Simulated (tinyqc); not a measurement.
Inside a calculation. Method: Pariser-Parr-Pople SCF with singles CI, for the molecule C=Cc1ccoc1 (SMILES; centres numbered as the heavy atoms are written). One step of it, computed by the program tinyqc.

Question. Iteration 2: Fock matrix. F_rr = H_rr + P_rr gamma_rr / 2 + sum_(s != r) P_ss gamma_rs; F_rs = H_rs - P_rs gamma_rs / 2; E = tr P (H + F) / 2 + core repulsion sum_(r<s) z_r z_s gamma_rs.

P after iteration 1, order 1C, 2C, 3C, 4C, 5C, 6O, 7C:
```
[[1.030400, 0.925767, -0.026146, -0.179283, 0.023160, 0.111207, -0.310327],
 [0.925767, 0.988812, 0.374340, 0.012660, -0.047428, -0.013845, 0.009960],
 [-0.026146, 0.374340, 1.025049, 0.537352, -0.046350, -0.201031, 0.726119],
 [-0.179283, 0.012660, 0.537352, 1.014447, 0.794206, -0.213132, -0.050522],
 [0.023160, -0.047428, -0.046350, 0.794206, 1.100619, 0.395114, -0.445043],
 [0.111207, -0.013845, -0.201031, -0.213132, 0.395114, 1.759204, 0.411214],
 [-0.310327, 0.009960, 0.726119, -0.050522, -0.445043, 0.411214, 1.081468]]
```

core matrix H (eV), order 1C, 2C, 3C, 4C, 5C, 6O, 7C:
```
[[-34.639876, -2.510000, 0.000000, 0.000000, 0.000000, 0.000000, 0.000000],
 [-2.510000, -38.719041, -2.510000, 0.000000, 0.000000, 0.000000, 0.000000],
 [0.000000, -2.510000, -44.225110, -2.510000, 0.000000, 0.000000, -2.510000],
 [0.000000, 0.000000, -2.510000, -41.724263, -2.510000, 0.000000, 0.000000],
 [0.000000, 0.000000, 0.000000, -2.510000, -42.773929, -2.330000, 0.000000],
 [0.000000, 0.000000, 0.000000, 0.000000, -2.330000, -64.973688, -2.330000],
 [0.000000, 0.000000, -2.510000, 0.000000, 0.000000, -2.330000, -44.609568]]
```

repulsion gamma_rs (eV), order 1C, 2C, 3C, 4C, 5C, 6O, 7C:
```
[[10.790000, 5.266492, 3.830325, 2.833475, 2.400421, 2.813787, 3.381589],
 [5.266492, 10.790000, 5.264591, 3.759662, 2.904603, 3.231739, 3.760217],
 [3.830325, 5.264591, 10.790000, 5.265633, 4.000397, 4.648609, 5.266946],
 [2.833475, 3.759662, 5.265633, 10.790000, 5.266970, 4.648947, 4.000628],
 [2.400421, 2.904603, 4.000397, 5.266970, 10.790000, 6.450641, 4.000256],
 [2.813787, 3.231739, 4.648609, 4.648947, 6.450641, 23.830000, 6.449966],
 [3.381589, 3.760217, 5.266946, 4.000628, 4.000256, 6.449966, 10.790000]]
```

Centres (angstrom, eV; a flat drawing with bonds scaled to 1.40 angstrom):
```
centre          x          y  core charge z          W   gamma_rr
1C      -2.628000   0.423000              1  11.300000  10.790000
2C      -1.659000  -0.587000              1  11.300000  10.790000
3C      -0.299000  -0.252000              1  11.300000  10.790000
4C       0.771000  -1.155000              1  11.300000  10.790000
5C       1.960000  -0.417000              1  11.300000  10.790000
6O       1.626000   0.943000              2  36.730000  23.830000
7C       0.229000   1.044000              1  11.300000  10.790000
```

Give: F; pi energy.

Answer.

F (eV), order 1C, 2C, 3C, 4C, 5C, 6O, 7C:
```
[[-5.8236, -4.9478, 0.0501, 0.2540, -0.0278, -0.1565, 0.5247],
 [-4.9478, -5.7987, -3.4954, -0.0238, 0.0689, 0.0224, -0.0187],
 [0.0501, -3.4954, -5.9240, -3.9248, 0.0927, 0.4673, -4.4222],
 [0.2540, -0.0238, -3.9248, -5.9146, -4.6015, 0.4954, 0.1011],
 [-0.0278, 0.0689, 0.0927, -4.6015, -6.3728, -3.6044, 0.8901],
 [-0.1565, 0.0224, 0.4673, 0.4954, -3.6044, -14.3616, -3.6562],
 [0.5247, -0.0187, -4.4222, 0.1011, 0.8901, -3.6562, -6.3656]]
```

pi energy = -128.3614 eV
